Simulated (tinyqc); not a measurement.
Joule-heated wire on a substrate, fin equation: one step of the calculation.

A wire of length L loses heat along itself to two contacts and sideways to the substrate: kap A theta'' - g theta + p = 0 with theta = T - T0 and p(x) = p0 exp(-((x/L - x0)/sg)^2/2). Each end passes the heat flow theta/Rc to its contact. Constant conductivity, diffusive heat flow.

Question. The tridiagonal system. Nodes x_i = i h, h = L/12; box widths w_i = h (h/2 at the ends); c = kap A/h; equation of node i: -c theta_(i-1) + d_i theta_i - c theta_(i+1) = b_i with d_i = 2 c + g w_i, b_i = p(x_i) w_i; at the end nodes d = c + g h/2 + 1/Rc and the missing neighbour is dropped.

Inputs (values chosen for the exercise): conductivity along the wire kap = 200 W/(m K); cross-section A = 230 nm^2; conductance per length to the substrate g = 1.6 W/(m K); length between the contacts L = 1100 nm; thermal resistance of each contact Rc = 2.4 K/uW; peak heating per length p0 = 0.12 uW/nm; place of the hot spot as a share of L x0 = 0.66; width of the hot spot as a share of L sg = 0.1.

Give: c; d; b.

Answer.

c = 0.5018 uW/K

```
node  d (uW/K)    b (uW)
0       0.9918  1.912e-9
1        1.150  6.611e-7
2        1.150  5.708e-5
3        1.150  0.002461
4        1.150   0.05299
5        1.150    0.5697
6        1.150     3.058
7        1.150     8.199
8        1.150     10.98
9        1.150     7.337
10       1.150     2.449
11       1.150    0.4082
12      0.9918   0.01699
```

Program tinyqc, `OMP_NUM_THREADS=1 python tinyqc.py 2520149 2520150 out.jsonl`; Intel Xeon 2.30GHz, shared host, one thread, about 0.01 s.
